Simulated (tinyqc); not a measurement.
Inside a calculation: ellipsoidal valleys in the axes of a wafer and a channel. Values are carried at full precision from step to step, so a last printed digit may differ when a step is redone from the rounded ones.

Valleys with axes a along x, y and z, two valleys each; inverse mass tensor w = 1/mt + (1/ml - 1/mt) a a. Device axes: z = nz/|nz|, x = nx/|nx|, y = z cross x; in them a = (ax, ay, az). Confinement mass mz = 1/w_zz. In the plane w_ij is replaced by u_ij = w_ij - w_iz w_jz/w_zz (i, j = x, y); density-of-states mass md = 1/sqrt(det u); conductivity mass along x mc = 1/u_xx; ballistic transport mass mx = u_yy/det u, width mass my = 1/u_yy.

Constants: hbar^2/2m0 = 3.80998211 eV angstrom^2; kB = 8.617333262e-05 eV/K.

Values chosen for the exercise (near those of the Delta valleys of Si; shifted at random, so the results belong to these values and not to a real crystal): ml = 0.924 m0 (longitudinal mass); mt = 0.192 m0 (transverse mass); nz = (1, 1, 0) (surface normal (confinement)); nx = (1, -1, 0) (channel direction); t = 4.7 nm (thickness of the film); T = 77 K (temperature).

## Device axes and valley axes

Give the rows x, y, z in cubic components and each valley axis in device components.

device axes:
```
    [100]    [010]    [001]
x  0.7071  -0.7071   0.0000
y  0.0000   0.0000  -1.0000
z  0.7071   0.7071   0.0000
```

valley axes:
```
        ax       ay      az
x   0.7071   0.0000  0.7071
y  -0.7071   0.0000  0.7071
z   0.0000  -1.0000  0.0000
```

## Tensors of the valley z

Form w and the reduced tensor u.

w (1/m0):
```
        x       y       z
x  5.2083  0.0000  0.0000
y  0.0000  1.0823  0.0000
z  0.0000  0.0000  5.2083
```

u (1/m0):
```
        x       y
x  5.2083  0.0000
y  0.0000  1.0823
```

w_xz = w_yz = 0: the normal is a principal axis and u is the upper block of w.

## Masses of all valleys

Give mz, md, mc, mx and my.

Masses (m0):
```
valley      mz      md      mc      mx      my
x       0.3179  0.3273  0.5580  0.5580  0.1920
y       0.3179  0.3273  0.5580  0.5580  0.1920
z       0.1920  0.4212  0.1920  0.1920  0.9240
```

mz md^2 = ml mt^2 = 0.03406 for every valley, so a heavy confinement mass comes with a small density of states. The heaviest mz is 0.318, for x and y.

## Subbands and shares in a film

Hard walls: E_n = c (n pi/t)^2/mz, c = hbar^2/2m0, n = 1, 2, 3. Non-degenerate share of a valley proportional to md sum_n exp(-E_n/kT); mean 1/mc = sum of share/mc. 1 nm = 10 angstrom.

Give the ladders, the shares and the mean conductivity mass.

Subbands:
```
valley  E1 (meV)  E2 (meV)  E3 (meV)  share
x           53.5     214.2     481.9  0.498
y           53.5     214.2     481.9  0.498
z           88.7     354.6     797.9  0.003
```

mean mc = 0.5546 m0

The lowest ladder (x and y) holds 100 % of the electrons in these valleys, the next starts 35 meV higher.

## Checks

- mz md^2 against ml mt^2: they agree to 1e-10 or better.
- mx my against md^2: they agree to 1e-10 or better.

Computed by tinyqc, a small Python program: `OMP_NUM_THREADS=1 python tinyqc.py 1850958 1850959 out.jsonl` (the numbers bound the seed that draws the inputs); one thread of a shared host (Intel(R) Xeon(R) Processor @ 2.30GHz), about 0.01 s for the whole set of steps.
